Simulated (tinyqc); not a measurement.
Inside a calculation: alloy A(1-x)B(x) by interpolation with bowing. Values are carried at full precision from step to step, so a last printed digit may differ when a step is redone from the rounded ones.

Each gap follows E(x) = (1 - x) E_A + x E_B - C x (1 - x); the lattice constant follows Vegard, a(x) = (1 - x) a_A + x a_B.

Constants: hc = 1239.841984 eV nm; kB = 8.617333262e-05 eV/K.

Parameters, chosen for this exercise (A near Si, B near Ge; shifted at random, so the results belong to these values and not to a real crystal):
- a = (5.435, 5.66) angstrom (lattice constant of A, B)
- x = 0.6 (fraction of B)
- Eg = (4.223, 0.885) eV (gap at Gamma to the s-like level of A, B)
- EgX = (1.169, 0.923) eV (gap to the lowest valley along Gamma-X of A, B)
- EgL = (2.098, 0.751) eV (gap to L of A, B)
- C = (0.18, 0.208, 0) eV (bowing of the Gamma, X and L gaps)
- Dso = (0.044, 0.29) eV (spin-orbit splitting of A, B)
- Ep = (21.7, 26.3) eV (Kane energy of A, B)
- me = (0.199, 0.0381) m0 (electron mass at Gamma of A, B)
- Cs = 0 eV (bowing of Dso)
- md = (0.0973, 0.93, 0.62) m0 (density-of-states masses of Gamma, all X and all L valleys)
- T = 300 K (temperature)

## Gaps and lattice constant at x

Also give the wavelength hc/E of the lowest gap.

a(x) = 5.5700 angstrom

linear parts (eV): Gamma 2.2202, X 1.0214, L 1.2898

bowing terms C x (1 - x) (eV): Gamma 0.0432, X 0.0499, L 0.0000

gaps (eV): Gamma 2.1770, X 0.9715, L 1.2898

wavelength of the lowest gap = 1276.2 nm

The lowest valley is X, so the gap is indirect; the next, L, lies 318 meV higher.

## Where the valleys cross

The difference of two gaps is a quadratic q2 x^2 + q1 x + q0 with q2 = C_i - C_j, q1 = (E_B - E_A - C)_i - (E_B - E_A - C)_j, q0 = E_A,i - E_A,j; give its roots between 0 and 1 (a dash: none).

Crossings:
```
pair,q2,q1,q0,first root,second root
Gamma-X,-0.028,-3.064,3.054,0.9878,-
Gamma-L,0.180,-2.171,2.125,-,-
X-L,0.208,0.893,-0.929,0.8657,-
```

The lowest valley changes at x = 0.866 (X to L, gap 0.932 eV). The other crossings lie above the lowest valley.

## Electron mass of the alloy

Mass at Gamma from the Kane formula 1/m = F + Ep (Eg + 2 Dso/3)/(Eg (Eg + Dso)). F is fixed by the masses of A and B and interpolated linearly, as is Ep; Eg and Dso carry their bowing.

Compare with the linear interpolation of the masses.

F of A, B: -0.0957  -1.0259

Ep, Eg, Dso at x (eV): 24.4600  2.1770  0.1916

m(x) from the Kane formula = 0.0973 m0
m(x) linear = 0.1025 m0

The Kane value lies 5.0 % below the linear one. The Gamma valley is not the lowest at this x.

## Shares of the electrons in the valleys

Non-degenerate: n_i proportional to md_i^(3/2) exp(-E_i/kT).

md^(3/2): Gamma 0.0304, X 0.8969, L 0.4882

(E - E_min)/kT: Gamma 46.63, X 0.00, L 12.31

shares: Gamma 0.000, X 1.000, L 0.000

X holds most electrons (100.0 %).

## Checks

- The Gamma and X gaps at their crossing x = 0.9878 (eV): both 0.9235.
- The X and L gaps at their crossing x = 0.8657 (eV): both 0.9319.

Program tinyqc; command `OMP_NUM_THREADS=1 python tinyqc.py 1081209 1081210 out.jsonl`; about 0.01 s on one thread of a shared Intel(R) Xeon(R) Processor @ 2.30GHz.
